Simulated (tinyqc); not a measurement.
Inside a calculation. Model: stacked nanosheet transistor, parasitic resistance, capacitance and delay.

tinyqc, about 0.05 s, one thread, Intel Xeon 2.30GHz (shared host): `OMP_NUM_THREADS=1 python tinyqc.py 2170064 2170065 out.jsonl` Printed values are rounded.

Ns sheets share one contact on top; each has perimeter p = 2 (Ws + ts) and cross-section A = Ws ts; contact width Wc = Ws + 10 nm, stack height Hs = Ns pv. Sheet 1 is the top one. Contact length Lc = CPP - Lg - 2 Lsp, shared by two neighbouring gates. Source and drain sides are equal. The formulas are first-order estimates, not field solutions.

Values chosen for this exercise; values close to those of silicon logic devices:
- T = 300 K (temperature)
- Ns = 3 (number of sheets)
- Ws = 20 nm (sheet width)
- ts = 5 nm (sheet thickness)
- pv = 12 nm (vertical pitch of the sheets)
- rv = 121 ohm (vertical resistance between sheet levels)
- CPP = 70 nm (contacted gate pitch)
- Lg = 18 nm (gate length)
- Lsp = 6 nm (spacer length)
- ks = 5.5 (relative permittivity of the spacer)
- Hc = 30 nm (gate height above the channel stack)
- rc = 9e-10 ohm cm^2 (contact resistivity)
- re = 0.00039 ohm cm (resistivity of the source-drain epitaxy)
- te = 20 nm (current-carrying depth of the epitaxy)
- rx = 0.0019 ohm cm (resistivity of the extension)
- Lov = 0.5 nm (gate overlap)
- Cinv = 3.2 uF/cm^2 (inversion capacitance)
- vx = 1.3e7 cm/s (injection velocity)
- mu = 320 cm^2/(V s) (apparent mobility)
- VT = 0.28 V (threshold at zero drain voltage)
- dl = 0.069 V/V (barrier lowering)
- n = 1.29 (subthreshold factor)
- Cw = 0.09 fF (wire load)
- Vdd = 0.8 V (supply voltage)

Constants: q = 1.602176634e-19 C, kB = 1.380649e-23 J/K, eps0 = 8.8541878128e-12 F/m, Vt = kB T/q. Results are converted to the units shown.

## Geometry and resistances

Epitaxy sheet resistance Rsh = re/te, transfer length LT = sqrt(rc/Rsh), contact Rc = [sqrt(rc Rsh)/Wc] coth(Lc/(2 LT)); extension of one sheet Rx = rx Lsp/A. Effective width N p; for equal currents and rv = 0 one side has Rc + Rx/N.

Lc = 40 nm
effective width = 150 nm
Rsh = 195 ohm
LT = 21.4834 nm
Rc = 191.020 ohm
Rx = 1140 ohm
one side times effective width = 85.6530 ohm um

Lc/2 is 0.93 transfer lengths, and Rc is 27 % above the area limit rc/(Wc Lc/2). The contact makes up 33.5 % of one side.

## Capacitances

With N sheets: gate Cg = Cinv p N Lg; per side, plate Cp = ks eps0 [Wc (Hs + Hc) - N A]/Lsp, top fringe Cf = (2/pi) ks eps0 Wc ln(1 + Lg/(2 Lsp)), overlap Co = Cinv p N Lov. Cs = Cp + Cf + Co. An inverter of two such devices driving an equal one has the load CL = 2 (Cg + 2 Cs) + 4 Cs + Cw (its own drains counted twice for the Miller effect).

Cg = 86.4 aF
Cp = 13.6354 aF
Cf = 0.852209 aF
Co = 2.4 aF
CL = 397.901 aF

The channel capacitance gives 43.4 % of CL, the parasitic parts 34.0 % and the wire 22.6 %.

## Iteration 1: sheet currents at Vgs = Vdd, Vds = Vdd/2

I at the start (uA): sheet 1 0, sheet 2 0, sheet 3 0

One sheet: I = p Q vx u/(1 + |u|^1.8)^(1/1.8), Q = Cinv n Vt ln(1 + exp((Vg' - VT + dl Vd')/(n Vt))), u = Vd' mu/(vx Lg), Vg' = Vgs - v, Vd' = Vds - 2 v, with the drop on each side v_j = Rc sum I + rv (sum over levels k = 2..j of the current of sheets k..Ns) + Rx I_j. I(new) = I + 0.5 (I(out) - I).

drop v (mV): sheet 1 0, sheet 2 0, sheet 3 0
I(out) (uA): sheet 1 111.034, sheet 2 111.034, sheet 3 111.034
I after iteration 1 (uA): sheet 1 55.5172, sheet 2 55.5172, sheet 3 55.5172

## Iteration 2: sheet currents at Vgs = Vdd, Vds = Vdd/2

As before.

drop v (mV): sheet 1 95.1042, sheet 2 108.539, sheet 3 115.257
I(out) (uA): sheet 1 84.5617, sheet 2 80.0098, sheet 3 77.5515
I after iteration 2 (uA): sheet 1 70.0394, sheet 2 67.7635, sheet 3 66.5343

## Course of the iteration: sheet currents at Vgs = Vdd, Vds = Vdd/2

Stop when the largest change of I is below 1e-6 uA, or after 80 iterations.

Course of the iteration:
```
iteration  total I (uA)  largest |change| of one entry (uA)
1               166.552                                55.5
2               204.337                                14.5
3               209.014                                3.06
4               209.486                               0.654
5               209.578                               0.155
6               209.599                              0.0372
7               209.604                             8.95e-3
8               209.605                             2.16e-3
9               209.606                             5.23e-4
10              209.606                             1.27e-4
11              209.606                             3.07e-5
12              209.606                             7.45e-6
13              209.606                             1.81e-6
14              209.606                             4.41e-7
```

Converged in 14 iterations. At the end each change is about 0.24 times the one before: linear convergence. The bottom sheet carries 90.0 % of the current of the top one.

## Effective current, delay and energy

IH = I(Vdd, Vdd/2) = 209.606 uA
IL = I(Vdd/2, Vdd), solved likewise = 75.1738 uA

Ieff = (IH + IL)/2, delay CL Vdd/(2 Ieff), energy CL Vdd^2, with CL the load of an inverter that drives an equal one.

Ieff = 142.390 uA
delay = 1.11778 ps
energy = 254.657 aJ

Without any series resistance Ieff would be 221 uA, so the resistances cost 35.5 %.
